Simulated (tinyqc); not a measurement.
Fitting sp3s* parameters to three gaps by Newton steps: sweeps and comparisons. A value that a table varies takes the place of the one given here.

sp3s* tight binding, nearest neighbours only: anion (a) at 0, cation (c) at a/4 (1,1,1), orbitals s, px, py, pz, s* on each; k in units of 2 pi/a. With phases e_j = exp(i (pi/2) k.n_j) for n = (1,1,1), (1,-1,-1), (-1,1,-1), (-1,-1,1): g0 = (e1+e2+e3+e4)/4, g1 = (e1+e2-e3-e4)/4, g2 = (e1-e2+e3-e4)/4, g3 = (e1-e2-e3+e4)/4. The diagonal holds the levels Esa, Epa, Exa (s*) and Esc, Epc, Exc. Anion-cation block: <sa|sc> = Vss g0; <sa|xc> = Vsapc g1; <xa|sc> = -Vscpa g1; <xa|xc> = Vxx g0; <xa|yc> = <ya|xc> = Vxy g3, <xa|zc> = <za|xc> = Vxy g2, <ya|zc> = <za|yc> = Vxy g1; <s*a|xc> = Vxapc g1; <xa|s*c> = -Vpaxc g1; y and z take g2 and g3 in place of g1; s-s* and s*-s* vanish.

Gaps are level 5 at Gamma, X = (1,0,0) and L = (1/2,1/2,1/2) less level 4 at Gamma; no spin-orbit coupling. Free parameters: Vss, Vxapc and Vpaxc. H is linear in them, so by Hellmann-Feynman J_ij = <u|dH/dp_j|u> for level 5 at point i less the same for level 4 at Gamma. Newton: p(new) = p + J^-1 (target - gaps); stop when all misses are below 1e-7 eV.

Constants: hbar^2/2m0 = 3.80998211 eV angstrom^2.

Values chosen for the exercise (out of a larger set: near a published set for AlAs, fitted to gaps, whose masses and valley positions are rough; not measured data):
- p = (-7.532, 0.983, -1.163, 3.588, 7.455, 6.745, -6.642, 1.879, 4.299, 5.114, 5.494, 4.532, 4.992) eV (start, order Esa, Epa, Esc, Epc, Exa, Exc, Vss, Vxx, Vxy, Vsapc, Vscpa, Vxapc, Vpaxc)
- tg = (2.9328, 2.222, 2.6002) eV (target gaps at Gamma, X, L)
- a = 5.656 angstrom (lattice constant)

## Equal gaps, different models

The same three targets are met with other triples of free parameters (those for which Newton converges within 3 eV of the start). Not fitted: level 5 at K = (3/4,3/4,0) above Ev, the spacing of levels 6 and 5 at X, the depth of level 2 at X below Ev, the valence width at Gamma, and the mass c q^2/(E(q) - E(0)) of level 5 along [100], q = 0.002 (2 pi/a), c = hbar^2/2m0.

Unfitted results:
```
free parameters    largest change (eV)  K (eV)  X spacing (eV)  level 2 at X (eV)  valence width (eV)  mass (m0)
start                            0.000   2.336           0.404              6.524              11.713     0.2905
Vss, Vxapc, Vpaxc                0.272   2.275           0.319              6.620              11.626     0.2759
Esc, Vxapc, Vpaxc                0.121   2.275           0.401              6.588              11.747     0.2795
Vss, Vsapc, Vpaxc                0.120   2.274           0.427              6.548              11.626     0.2797
Esa, Vxapc, Vscpa                0.309   2.275           0.432              6.475              11.935     0.2822
Vss, Exa, Exc                    0.392   2.275           0.331              6.550              11.626     0.2759
Esc, Vsapc, Exc                  0.368   2.274           0.530              6.559              11.747     0.2833
```

All fitted rows have the same three gaps, yet they spread by 1 meV at K, 210 meV in the X spacing, 145 meV in level 2 at X, 309 meV in the valence width and 2.6 % in the mass. The smallest change of parameters, 0.120 eV, is that of Vss, Vsapc, Vpaxc. A fit fixes what it was given and leaves the rest to the choice of free parameters.

## How errors in the targets pass to the parameters

J:
```
            Vss     Vxapc     Vpaxc
Gamma  -0.90172   0.00000   0.00000
X       0.00000  -0.85932   0.00000
L      -0.24567  -0.31788  -0.07978
```

The gaps at Gamma, X and L of an sp3s* model are fitted with Vss, Vxapc and Vpaxc; J holds the derivatives of the gaps by these parameters at the start. The change of each parameter for +10 meV on one target is 10 J^-1, in meV.

Shifts (meV):
```
target raised    Vss  Vxapc   Vpaxc
Gamma          -11.1    0.0    34.1
X                0.0  -11.6    46.4
L                0.0    0.0  -125.3
```

root sum of squares (meV): Vss 11.1, Vxapc 11.6, Vpaxc 137.9

Independent errors of 10 meV leave Vpaxc least certain (138 meV) and Vss best fixed (11.1 meV, level with Vxapc). The largest single entry, 125 meV, comes from the target at L.

(tinyqc, `OMP_NUM_THREADS=1 python tinyqc.py 1452843 1452844 out.jsonl`, Intel(R) Xeon(R) Processor @ 2.30GHz, 1 thread, shared host, about 0.2 s.)
